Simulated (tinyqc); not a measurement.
Inside a calculation. Method: G0W0 on RHF in the 6-31g basis, for H3+, spin multiplicity 1. One step of it, computed by the program tinyqc.

Task: G0W0 on Hartree-Fock: LUMO. W(p,q,m) = sqrt2 sum_ia (pq|ia) (X+Y)_ia,m; Sigma_c(x) = sum_(i,m) W^2/(x - e_i + w_m) + sum_(a,m) W^2/(x - e_a - w_m); solve x = e_p + Sigma_c(x) by Newton steps; Z = 1/(1 - dSigma/dx); 1 hartree = 27.211386 eV.

orbital energies (hartree): MO1 -0.979634, MO2 -0.260434, MO3 -0.260412, MO4 0.626595, MO5 0.652363, MO6 0.652384

Two-electron integrals over orbitals (pq|rs), unique and non-zero (hartree):
```
(11|11) 0.517684    (21|21) 0.108060    (22|11) 0.436644    (22|22) 0.438848
(31|11) 0.000006    (31|22) -0.059109   (31|31) 0.108058    (32|21) -0.059112
(32|32) 0.043551    (33|11) 0.436643    (33|22) 0.351750    (33|31) 0.059109
(33|33) 0.438840    (41|11) 0.095660    (41|22) 0.065043    (41|31) 0.000010
(41|33) 0.065051    (41|41) 0.057831    (42|21) 0.022749    (42|32) -0.014525
(42|42) 0.036007    (43|11) 0.000017    (43|22) -0.014517   (43|31) 0.022754
(43|33) 0.014537    (43|41) 0.000014    (43|43) 0.036019    (44|11) 0.434880
(44|22) 0.383744    (44|31) 0.000030    (44|33) 0.383774    (44|41) 0.071726
(44|43) 0.000020    (44|44) 0.393922    (51|21) -0.061472   (51|32) 0.036985
(51|42) -0.043413   (51|51) 0.067106    (52|11) -0.117296   (52|22) -0.098821
(52|31) 0.039549    (52|33) -0.060934   (52|41) -0.060085   (52|43) 0.024815
(52|44) -0.088356   (52|52) 0.095237    (53|21) 0.039550    (53|32) -0.018942
(53|42) 0.024818    (53|51) -0.038869   (53|53) 0.027731    (54|21) -0.104566
(54|32) 0.059463    (54|42) -0.031421   (54|51) 0.071041    (54|53) -0.044981
(54|54) 0.118247    (55|11) 0.464428    (55|22) 0.452841    (55|31) -0.073740
(55|33) 0.359896    (55|41) 0.095353    (55|43) -0.031289   (55|44) 0.413583
(55|52) -0.142653   (55|55) 0.513729    (61|11) 0.000008    (61|22) 0.036995
(61|31) -0.061474   (61|33) -0.036977   (61|41) -3.09e-06   (61|43) -0.043422
(61|44) -0.000010   (61|52) -0.038878   (61|55) 0.059265    (61|61) 0.067110
(62|21) 0.039557    (62|32) -0.018947   (62|42) 0.024824    (62|51) -0.038877
(62|53) 0.026128    (62|54) -0.044990   (62|62) 0.027740    (63|11) -0.117299
(63|22) -0.060937   (63|31) -0.039548   (63|33) -0.098815   (63|41) -0.060096
(63|43) -0.024828   (63|44) -0.088380   (63|52) 0.041386    (63|55) -0.076119
(63|61) 0.038857    (63|63) 0.095229    (64|11) -0.000007   (64|22) 0.059471
(64|31) -0.104583   (64|33) -0.059473   (64|41) -0.000013   (64|43) -0.031437
(64|44) -0.000034   (64|52) -0.044989   (64|55) 0.084281    (64|61) 0.071060
(64|63) 0.044988    (64|64) 0.118290    (65|21) -0.073760   (65|32) 0.046483
(65|42) -0.031304   (65|51) 0.059264    (65|53) -0.033276   (65|54) 0.084287
(65|62) -0.033284   (65|65) 0.066481    (66|11) 0.464441    (66|22) 0.359918
(66|31) 0.073717    (66|33) 0.452824    (66|41) 0.095373    (66|43) 0.031310
(66|44) 0.413634    (66|52) -0.076129   (66|55) 0.380852    (66|61) -0.059225
(66|63) -0.142641   (66|64) -0.084258   (66|66) 0.513699
```

excitation energies w (hartree): [0.892927, 0.892945, 1.718002, 1.769824, 1.769854]

X + Y, order 1>2, 1>3, 1>4, 1>5, 1>6:
$$\begin{pmatrix}
0.891525 & 0.000000 & 0.000000 & -0.073213 & 0.000000 \\
0.000000 & 0.891530 & 0.000002 & 0.000000 & -0.073214 \\
0.000000 & -0.000025 & 0.966923 & 0.000000 & -0.000130 \\
0.155266 & 0.000000 & 0.000000 & 0.953919 & 0.000000 \\
0.000000 & 0.155269 & 0.000134 & 0.000000 & 0.953916
\end{pmatrix}$$

Give: The 12 largest terms at x = e_p; Newton steps; quasiparticle energy of the LUMO; Hartree-Fock value.

Result:

The 12 largest terms at x = e_p (hartree; W for the signs of X + Y given):
```
q  m        W     term
1  1   0.1227   0.0093
3  1  -0.0664  -0.0049
2  2  -0.0664  -0.0049
2  3   0.0889  -0.0046
1  4  -0.0941   0.0036
5  3  -0.0822  -0.0026
2  5   0.0560  -0.0018
3  4   0.0560  -0.0018
4  4  -0.0609  -0.0014
6  4  -0.0565  -0.0012
5  5  -0.0565  -0.0012
6  1   0.0413  -0.0009
```

Newton steps (hartree):
```
step        x  Sigma_c(x)       Z
0     -0.2604     -0.0136  0.9742
1     -0.2737     -0.0132  0.9745
2     -0.2737     -0.0132  0.9745
```

quasiparticle energy of the LUMO = -7.4465 eV

Hartree-Fock value = -7.0868 eV
